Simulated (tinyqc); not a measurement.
Worked calculation: plane-wave Kohn-Sham cycle with exchange-only LDA in a layered model solid. One step of it, computed by the program tinyqc.

Question. Iteration 2: Hamiltonian at one k. H(m,m') = (k + G_m)^2/2 delta + V(G_m - G_m'), with V(-G) = V(G).

A solid whose potential varies along x alone (atomic units):
```
parameter,value
period a,9.300000
cross-section of the cell,24.000000
electrons per cell,2
grid points,16
"plane waves -n..n, n",2
k points,3
V1 in V1 cos(2 pi x/a),-0.250000
```

V(G_m), m = 0, 1, 2, ... (hartree): -0.189809  -0.033488  0.004939  0.001274  0.000002

k = 0.000000 2 pi / a

Give: H.

Answer.

H (hartree):
```
,-2,-1,+0,+1,+2
-2,0.7231,-0.0335,0.0049,0.0013,0.0000
-1,-0.0335,0.0384,-0.0335,0.0049,0.0013
+0,0.0049,-0.0335,-0.1898,-0.0335,0.0049
+1,0.0013,0.0049,-0.0335,0.0384,-0.0335
+2,0.0000,0.0013,0.0049,-0.0335,0.7231
```
